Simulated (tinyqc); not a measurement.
# Worked calculation: bandgap voltage reference from two bipolar transistors

Computed by the program tinyqc: `OMP_NUM_THREADS=1 python tinyqc.py 2062159 2062160 out.jsonl`, one thread of a shared Intel Xeon 2.30GHz, about 0.01 s for the whole run. Printed values are rounded.

Two transistors of area 1 and N carry the same current I. Is(T) = Is (T/T0)^eta exp[(Vg0 q/kB)(1/T0 - 1/T)], VBE1 = Vt ln(I/Is(T)) + I rb, VBE2 = Vt ln(I/(N Is(T))) + I rb/N. The amplifier forces I R1(T) = VBE1 - VBE2 + Vos, with R(T) = R (1 + tc (T - T0)) for both resistors, and the output is Vref = VBE1 + I R2(T). Base currents and the Early effect are neglected.

Parameters, values chosen for the exercise; values of the order met in silicon bipolar transistors: reference temperature T0 = 323 K; band-gap voltage extrapolated to 0 K Vg0 = 1.153 V; temperature exponent of the saturation current eta = 3.8; saturation current of the unit transistor at T0 Is = 1.1e-16 A; area ratio of the second transistor N = 8; resistor across which the difference of VBE falls, at T0 R1 = 8.3 kohm; temperature coefficient of both resistors tc = -1500 ppm/K; offset of the amplifier Vos = 0 mV; series resistance of the unit transistor rb = 16 ohm; output resistor at T0 R2 = 77.34 kohm; temperature T = 253 K.

Constants: q = 1.602176634e-19 C, kB = 1.380649e-23 J/K. Results are converted to the units shown.

## Operating point at the reference temperature

Vt = kB T/q; I = (Vt ln N + Vos)/(R1(T) - rb (1 - 1/N)). Evaluate at T = T0.

Vt = 0.0278340 V
I = 6.98517 uA
Is(T) = 1.1e-16 A
VBE1 = 0.692464 V
I R2 = 0.540233 V
Vref = 1.23270 V

## Operating point at another temperature

Vt = kB T/q; I = (Vt ln N + Vos)/(R1(T) - rb (1 - 1/N)).

Vt = 0.0218019 V
I = 4.95066 uA
Is(T) = 4.57857e-22 A
VBE1 = 0.804993 V
I R2 = 0.423087 V
Vref = 1.22808 V

From T0 to T, VBE1 changes by 113 mV and I R2 by -117 mV, which leaves -4.62 mV in Vref.

## Resistor for zero slope at T0, ideal case

With tc = 0, Vos = 0 and rb = 0 the current is proportional to T, dVBE/dT = (VBE - Vg0 - (eta - 1) Vt)/T, and Vref has zero slope at T0 when Vref = Vg0 + (eta - 1) Vt0. Find VBE1, its slope, that Vref, R2/R1 and the curvature d2Vref/dT2 = -(eta - 1) kB/(q T0).

VBE1 = 0.692305 V
dVBE/dT = -1.66759 mV/K
Vref = 1.23094 V
R2/R1 = 9.30612
curvature = -0.747013 uV/K^2
